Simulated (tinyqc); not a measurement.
Depolarisation shift: optical transitions of a finite quantum well.

Each carrier sees a square well of width L with its own depth V and masses m (inside), mb (outside); c = hbar^2/2m0, k = sqrt(m E/c), kappa = sqrt(mb (V - E)/c), and level n solves k L + 2 atan[(k/m)/(kappa/mb)] = n pi. The envelope is cos(kz) for odd n and sin(kz) for even n inside, joins exp(-kappa (|z| - L/2)) outside, and is normalised to 1. Excitons and band mixing are left out.

Constants: hbar^2/2m0 = 3.80998211 eV angstrom^2; e^2/(4 pi eps0) = 14.39964547 eV angstrom.

Values chosen for the exercise (near those of an InGaAs well in InP; the results hold for these values, not for the real material): L = 94 angstrom (well width); Vc = 0.264 eV (conduction offset); me = 0.0411 m0 (electron, well); meb = 0.083 m0 (electron, barrier); eps = 11.5 (background dielectric constant); Nss = (0.059, 0.15, 0.29, 0.59, 0.89, 1.2, 1.8) x 1e12/cm^2 (sheet densities).

The collective line lies at E12 sqrt(1 + a), a = 8 pi q (n1 - n2) S/(eps E12), q = e^2/(4 pi eps0), S = integral over z of (integral up to z of psi_1 psi_2)^2. Zero temperature with the mass me in both subbands: n1 - n2 = Ns until Ns reaches D E12, D = me/(2 pi c), and D E12 beyond. 1e12/cm^2 = 1e-4/angstrom^2; exchange and the static band bending by the charge are left out.

Line position:
```
Ns (1e12/cm^2),n1 - n2,a,line (meV),shift (meV)
0.059,0.059,0.0111,132.14,0.73
0.15,0.150,0.0283,133.26,1.85
0.29,0.290,0.0548,134.96,3.55
0.89,0.890,0.1682,142.03,10.62
1.2,1.200,0.2268,145.55,14.14
1.8,1.800,0.3402,152.12,20.72
```

Give the missing row, Ns (1e12/cm^2) = 0.59.

Computed row:
```
Ns (1e12/cm^2)  n1 - n2       a  line (meV)  shift (meV)
0.59              0.590  0.1115      138.54         7.13
```

S = 7.891 angstrom
E12 = 131.41 meV

The upward shift grows from 0.73 to 20.72 meV, 15.8 % of E12 at most. For small a the shift is a E12/2, linear in Ns; in the last row that rule gives 22.35 meV. S/L = 0.0839, against 5/(9 pi^2) = 0.0563 for hard walls.

Program tinyqc; command `OMP_NUM_THREADS=1 python tinyqc.py 1282379 1282380 out.jsonl`; about 0.07 s on one thread of a shared Intel(R) Xeon(R) Processor @ 2.30GHz.
